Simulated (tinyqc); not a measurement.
Comparisons within one model: two-band massive Dirac model of the K valleys. A value that a table varies takes the place of the one given here.

Basis (conduction, valence): H = [[D/2, a t (tau kx - i ky)], [a t (tau kx + i ky), -D/2 + lam tau sz]], valley tau = +/-1, spin sz = +/-1. The gap of a spin and valley is G = D - lam tau sz. Berry curvature Omega = curl of i<u|grad u>; for the conduction band Omega_c = -tau 2 a^2 t^2 G/(G^2 + 4 a^2 t^2 k^2)^(3/2), and Omega_v = -Omega_c.

Constants: hbar^2/2m0 = 3.80998211 eV angstrom^2.

Values chosen for the exercise (near those used for monolayer WS2; not measured data): a = 3.203 angstrom (lattice constant); D = 1.83 eV (gap parameter); t = 1.36 eV (effective hopping); lam = 0.195 eV (half the valence spin splitting).

## Away from the valley

Flavour tau = +1, sz = +1. Parabolic transition energy G + 2 a^2 t^2 k^2/G; degree of circular polarisation eta = 2 cos(theta)/(1 + cos^2(theta)). The last column is the Berry flux of the conduction band inside |k|, over 2 pi: -(1 - cos(theta))/2, cos(theta) = G/(transition energy).

Along |k|:
```
|k| (1/angstrom)  transition (eV)  parabolic (eV)  Omega_c (angstrom^2)     eta  flux/2 pi
0.000                      1.6350          1.6350               -14.197  1.0000     0.0000
0.025                      1.6494          1.6495               -13.827  1.0000    -0.0044
0.050                      1.6920          1.6930               -12.809  0.9994    -0.0169
0.075                      1.7607          1.7656               -11.367  0.9973    -0.0357
0.100                      1.8526          1.8671                -9.758  0.9922    -0.0587
0.150                      2.0931          2.1573                -6.767  0.9703    -0.1094
0.200                      2.3894          2.5635                -4.548  0.9321    -0.1579
0.300                      3.0829          3.7240                -2.118  0.8278    -0.2348
```

What can be read from the table?

The curvature halves at |k| = 0.144 1/angstrom, where 2 a t k = 0.766 G. At 0.3 the parabola is 641 meV too high, eta has fallen only to 0.828, and the flux has reached -0.235 of the -1/2 that a whole cone holds. The real bands leave this model beyond about 0.1 to 0.2 1/angstrom, where trigonal warping and other bands enter.

## Hole doping of the spin-split valence bands

The Fermi level lies E below the top of the valence band. kF for the upper and lower band of valley +1 from the two-band energy; each flavour holds kF^2/(4 pi) holes per area and both valleys count. Spin polarisation within one valley; Berry flux removed from valley +1, the sum of (1 - cos(theta_F))/2 with cos(theta_F) = G/sqrt(G^2 + 4 a^2 t^2 kF^2), in units of 2 pi.

Holes:
```
E (meV)  kF upper (1/angstrom)  kF lower  p (1e12/cm^2)  spin polarisation in a valley  flux/2 pi
48.8                    0.0658    0.0000           6.88                          1.000     0.0281
97.5                    0.0944    0.0000          14.17                          1.000     0.0533
195.0                   0.1371    0.0000          29.93                          1.000     0.0963
292.5                   0.1724    0.0000          47.29                          1.000     0.1318
370.5                   0.1979    0.0000          62.32                          1.000     0.1559
429.0                   0.2160    0.0651          81.02                          0.833     0.1906
585.0                   0.2616    0.1510         145.24                          0.500     0.2893
780.0                   0.3151    0.2228         236.99                          0.333     0.3832
```

How do the results move?

Up to E = 2 lam = 390 meV, a density of 66.2e12/cm^2, only the upper band of this model is emptied and each valley is fully spin-polarised, oppositely in the two. Beyond it the polarisation falls, to 0.33 in the last row. The flux, times e^2/h, is in size the change of the Hall conductivity of one valley; the other valley cancels it in the charge current. Rows with kF above about 0.2 1/angstrom lie beyond the range of the model, and in real layers the valley at Gamma, close below in MoS2 and WS2, can take holes as well.

## What each parameter does

Flavour tau = sz = +1 at k = 0: gap G, mass c G/(a t)^2 with c = hbar^2/2m0, Omega_c, and the B - A splitting 2 lam. Each row changes one parameter from the base and keeps the others.

Results:
```
case                 G (eV)  mass (m0)  Omega_c (angstrom^2)  B - A (eV)
base                 1.6350     0.3283               -14.197      0.3900
a = 3.2671 angstrom  1.6350     0.3155               -14.771      0.3900
D = 2.013 eV         1.8180     0.3650               -11.482      0.3900
t = 1.496 eV         1.6350     0.2713               -17.178      0.3900
lam = 0.2925 eV      1.5375     0.3087               -16.054      0.5850
```

How do the results move?

The largest shifts from the base row, up to three for each result and ties (the steps differ in size, so this ranks the rows, not the parameters). G (eV): D +0.1830, lam -0.0975; unchanged at the printed digits by a and t. mass (m0): t -0.0570, D +0.0367, lam -0.0196. Omega_c (angstrom^2): t -2.981, D +2.714, lam -1.858. B - A (eV): lam +0.1950; unchanged at the printed digits by a, D and t. The mass goes as G/(a t)^2 and the curvature as (a t)^2/G^2, so their product is -2c/G.

tinyqc: `OMP_NUM_THREADS=1 python tinyqc.py 1451538 1451539 out.jsonl`; about 0.01 s, one thread, shared Intel(R) Xeon(R) Processor @ 2.30GHz.
